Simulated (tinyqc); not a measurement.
Inside a calculation. Method: plane-wave Kohn-Sham cycle with exchange-only LDA in a layered model solid. Computed by tinyqc, a small Python program that keeps every step. Settings: points = 16, plane-wave index or count = 2, electrons = 2, k points = 3, area = 11.0, mixing = 0.5, iteration cap = 62. Command: `OMP_NUM_THREADS=1 python tinyqc.py 29521 29522 out.jsonl` (the two numbers bound the seeds that draw the settings). One thread of a shared host (Intel(R) Xeon(R) Processor @ 2.60GHz), about 0.02 s of CPU time with the checks.

A solid whose potential varies along x alone (atomic units):
```
parameter                      value
period a                   15.900000
cross-section of the cell  11.000000
electrons per cell                 2
grid points                       16
plane waves -n..n, n               2
k points                           3
V1 in V1 cos(2 pi x/a)     -0.680000
V2 in V2 cos(4 pi x/a)      0.050000
```

Stop when sqrt(dV sum R^2) is below 1e-8, dV = a A/N.

Course of the cycle:
```
iteration  E (hartree)  norm of the residual
1          -1.30564558              2.11e-01
2          -0.70251850              1.74e-01
3          -0.94710599              1.79e-01
4          -0.84642783              2.13e-01
5          -1.27721451              2.00e-01
6          -0.71333031              1.80e-01
7          -0.93663042              1.76e-01
8          -0.84984856              2.13e-01
9          -1.27925971              2.00e-01
10         -0.71291613              1.80e-01
11         -0.93403837              1.76e-01
...                ...                   ...
52         -1.29658295              2.38e-01
53         -1.29646428              2.38e-01
54         -1.29601031              2.38e-01
55         -1.29657716              2.38e-01
56         -1.29626233              2.38e-01
57         -1.29623176              2.38e-01
58         -1.29647023              2.38e-01
59         -1.29623302              2.38e-01
60         -1.29633313              2.38e-01
61         -1.29638005              2.38e-01
62         -1.29626408              2.38e-01
```

Can the last value be used, and what does the course show?

Not by the stop rule. Not converged within 62 iterations: the residual has stopped falling. Reruns (cap 100 unless said): mixing 0.1: not converged; mixing 0.5, Kerker q0 1.0: not converged; mixing 0.3, Pulay depth 5: converged in 23 (E = -0.58802); the original settings with a cap of 400: not converged.
